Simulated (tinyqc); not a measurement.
Abrupt p-n junction, non-linear Poisson equation by Newton steps: course of the Newton iteration.

One dimension, p side on the left, n side on the right; net doping C = -Na for x < 0 and +Nd for x > 0. The potential psi is counted from the intrinsic level, and the quasi-Fermi potentials are flat: 0 for holes and -V for electrons, so n = ni exp((psi + V)/Vt) and p = ni exp(-psi/Vt) (Boltzmann statistics, full ionisation, no current).

a_i = eps0 eps_r/h_i for the interval from node i to i + 1, with h_i = x_(i+1) - x_i in cm.

Start: The parabolas of an abrupt Na-Nd junction in the depletion approximation: psi_p + q Na (x + xp)^2/(2 eps0 eps_r) for -xp < x < 0, psi_n - q Nd (xn - x)^2/(2 eps0 eps_r) for 0 < x < xn, flat outside, with W = sqrt(2 eps0 eps_r (psi_n - psi_p)(1/Na + 1/Nd)/q), xp = W Nd/(Na + Nd), xn = W Na/(Na + Nd), psi_p = -Vt ln(Na/ni), psi_n = Vt ln(Nd/ni) - V.

n_i = ni exp((psi_i + V)/Vt), p_i = ni exp(-psi_i/Vt), rho_i = p_i - n_i + C_i, g_i = (n_i + p_i)/Vt. Box widths w_i = (h_(i-1) + h_i)/2 in cm. Residual F_i = a_i (psi_(i+1) - psi_i) - a_(i-1) (psi_i - psi_(i-1)) + q rho_i w_i; Jacobian: a_(i-1) and a_i beside the diagonal, b_i = -a_(i-1) - a_i - q g_i w_i on it. The two end nodes are fixed.

Solve the tridiagonal system a_(i-1) d_(i-1) + b_i d_i + a_i d_(i+1) = -F_i for nodes 1 to 13, with d = 0 on fixed nodes. Half of the step is added while the largest |d| exceeds 1.5 Vt, the full step after that.

Stop when the largest undamped |d| is below 1e-9 V, or after 80 iterations.

Inputs (values chosen for the exercise); band and dielectric values those of a made-up semiconductor:

| symbol | value | unit | meaning |
|---|---|---|---|
| T | 300 | K | temperature |
| Eg | 1.12 | eV | band gap |
| eps_r | 11.9 |  | relative permittivity |
| Nc | 5.36e17 | cm^-3 | conduction-band density of states at T |
| Nv | 8.34e18 | cm^-3 | valence-band density of states at T |
| Na | 3.8e16 | cm^-3 | acceptor density of the p side |
| Nd | 3.6e15 | cm^-3 | donor density of the n side |
| V | 0 | V | bias of the p side against the n side |

Constants: q = 1.602176634e-19 C, kB = 1.380649e-23 J/K, Vt = kB T/q, eps0 = 8.8541878128e-14 F/cm where lengths are in cm. Results are converted to the units shown.

```
node,x (nm),net doping C (cm^-3)
0,-224,-3.8e16
1,-168,-3.8e16
2,-120,-3.8e16
3,-78.6,-3.8e16
4,-43.3,-3.8e16
5,-13,-3.8e16
6,13,3.6e15
7,49.5,3.6e15
8,101,3.6e15
9,172,3.6e15
10,273,3.6e15
11,414,3.6e15
12,613,3.6e15
13,891,3.6e15
14,1280,3.6e15
```

ni = 8.27141e8 cm^-3

Course of the iteration:
```
iteration,largest |F| (C/cm^2),largest |d| (V),at node
1,1.20e-8,0.0195,6
2,2.15e-9,4.07e-3,5
3,1.02e-10,2.01e-4,5
4,2.44e-13,4.72e-7,5
5,1.40e-18,2.67e-12,5
```

Did this iteration meet its convergence test, and what does its course show?

Yes. Converged in 5 iterations. Once the step is below 0.1 Vt, 2 more iteration(s) reach the threshold: near the solution the error is roughly squared each time.

Program tinyqc, `OMP_NUM_THREADS=1 python tinyqc.py 2000136 2000137 out.jsonl`; Intel Xeon 2.30GHz, shared host, one thread, about 0.03 s.
